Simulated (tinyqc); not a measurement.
From results back to parameters: linear model of a band gap against the share of exact exchange. Two cases, with inputs chosen for the exercise.

Problem. Gap and optical dielectric constant were computed at two shares alpha. They follow E = E0 + S alpha and eps = 1 + (e0 - 1)(EP/(EP + S alpha))^2.

Find: S; E0; EP; e0.

Method. The two gaps give S and E0. With q = sqrt((eps1 - 1)/(eps2 - 1)) = (EP + S alpha2)/(EP + S alpha1), EP = S (alpha2 - q alpha1)/(q - 1); e0 follows from either eps.

Case 1.

Values chosen (out of a larger set: of the order of those of diamond; not measured data): al12 = (0.1, 0.2) (two shares of exact exchange).

gaps (eV): 4.98300  5.75600

eps: 6.101494  5.844067

Solution.

S = 7.73 eV
E0 = 4.21 eV
EP = 28.7 eV
e0 = 6.38

Case 2.

Values chosen (out of a larger set: of the order of those of AlN; not measured data): al12 = (0.3, 0.4) (two shares of exact exchange).

gaps (eV): 6.39300  7.15400

eps: 4.417813  4.216424

Solution.

S = 7.61 eV
E0 = 4.11 eV
EP = 22.4 eV
e0 = 5.15

Computed by tinyqc, one run a case: `OMP_NUM_THREADS=1 python tinyqc.py N N+1 out.jsonl` with N = 1850623, 1850631; one thread of a shared Intel(R) Xeon(R) Processor @ 2.30GHz, about 0.01 s a run at most.
